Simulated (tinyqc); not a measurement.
Precursor delivery and alloy composition in metal-organic vapour-phase epitaxy: one step, computed by the program tinyqc.

Carrier gas leaves each bubbler saturated. Group-III species cross a boundary layer and react at the surface; element 2 can also desorb. The film is (1)_(1-x) (2)_x V with a zinc-blende cell.

Question. Composition and growth rate. Loss of element 2 is r x with r = prefactor x exp(-energy/(k_B T)). Then x = (g2 - r x)/(g1 + g2 - r x), or r x^2 - (g1 + g2 + r) x + g2 = 0, smaller root; growth rate G = g1/(1 - x) layers/s; one layer is a/2 thick, 1 angstrom/s = 0.36 um/h. Temperatures in kelvin are T(C) + 273.15. Distribution coefficient = [x/(1 - x)]/[x_g/(1 - x_g)], x_g = g2/(g1 + g2).

Inputs (values chosen for the exercise, close to those used for AlGaAs from TMAl and TMGa):

| quantity | value | unit |
|---|---|---|
| source 1: bath temperature | 19 | C |
| source 2: bath temperature | -10 | C |
| prefactor of the loss of element 2 | 1.1e+17 | layers/s |
| energy of the loss | 3.63 | eV |
| lattice constant a | 5.655 | angstrom |
| growth temperature T | 650 | C |

arrival rates (layers/s): g1 0.4255351, g2 0.1727322

Constants: k_B = 8.617333262e-05 eV/K.

Give: loss rate r; solid share x; growth rate G; distribution coefficient.

Answer.

loss rate r = 0.001675 layers/s

solid share x = 0.2881

growth rate G = 0.6085 um/h

distribution coefficient = 0.9972

Desorption is negligible, so the solid copies the gas. Caution: trimethylaluminium is largely a dimer in the vapour, which would double its metal flow; it is counted as a monomer here. Caution: the lattice constant is held fixed as x changes, delta does not respond to the flow, both precursors share one D and k_s, and gas-phase side reactions are left out.
